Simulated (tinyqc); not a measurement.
Resistance of a source-drain extension with a graded tip: effect of the depth of the extension.

y runs along the channel, the gate covers y > 0. The doping is N0 for y < y0 and N0 10^(-(y - y0)/la) beyond, uniform over the depth xj. Sheet conductance s(y) = q mu(N) max(N - Nch, 0) xj + (for y > 0) ma Cox Vo, with mu(N) = u0 + (u1 - u0)/(1 + (N/Nr)^au) and Cox = eps0 eox/tox. Current is taken as one-dimensional; depletion of the tip, spreading and the contact are left out. The metallurgical junction lies at yj, where N = Nch.

R_spacer = integral of dy/s from -Ls to 0, R_ov from 0 to yj, R_channel = (Lg - 2 yj)/(ma Cox Vo), R_total = 2 R_spacer + 2 R_ov + R_channel. Electrical length L_eff = ma Cox dR_total/d(1/Vo); R_series = R_total - L_eff/(ma Cox Vo).

Inputs (values chosen for the exercise); mobility law close to that of electrons in silicon:
- eox = 9.08 (relative permittivity of the gate insulator (close to aluminium oxide))
- tox = 3.5 nm (insulator thickness)
- N0 = 2.7e20 cm^-3 (active doping of the extension far from the gate)
- la = 2.5 nm/decade (lateral abruptness)
- y0 = 0.5 nm (position under the gate where the fall begins (gate edge at 0))
- Nch = 2.3e18 cm^-3 (channel doping)
- Ls = 21 nm (spacer length)
- Vo = 0.41 V (gate overdrive)
- ma = 210 cm^2/(V s) (mobility of the gate-induced layer)
- u1 = 1414 cm^2/(V s) (mobility at low doping)
- u0 = 68.5 cm^2/(V s) (mobility at high doping)
- Nr = 9.2e16 cm^-3 (reference doping)
- au = 0.711 (exponent)
- Lg = 40 nm (gate length)

Constants: q = 1.602176634e-19 C, eps0 = 8.8541878128e-14 F/cm where lengths are in cm. Results are converted to the units shown.

The same in every row: yj (nm) = 5.674; R_channel (ohm um) = 144.9.

Result of one run:
```
R_spacer (ohm um)  R_ov (ohm um)  R_total (ohm um)  L_eff (nm)  R_series (ohm um)
4.466                      9.421             172.6       30.73              17.27
```

Which depth of the extension xj gave this result: 4, 7.7, 15 or 29 nm?

xj = 15 nm.

The whole series:
```
xj (nm)  R_spacer (ohm um)  R_ov (ohm um)  R_total (ohm um)  L_eff (nm)  R_series (ohm um)
4                    16.75          15.47             209.3       32.87              43.08
5.6                  11.96          13.86             196.5       32.26              33.42
7.7                  8.700          12.37             187.0       31.71              26.65
11                   6.090          10.75             178.6       31.16              21.01
15                   4.466          9.421             172.6       30.73              17.27
21                   3.190          8.070             167.4       30.32              14.09
29                   2.310          6.880             163.3       29.98              11.65
40                   1.675          5.807             159.8       29.70              9.659
```

As xj goes from 4 to 40, R_total falls from 209 to 160 ohm um, L_eff falls from 32.9 to 29.7 nm and R_series falls from 43.1 to 9.66 ohm um.

Program tinyqc, `OMP_NUM_THREADS=1 python tinyqc.py 2282068 2282069 out.jsonl`; Intel Xeon 2.30GHz, shared host, one thread, about 0.03 s.
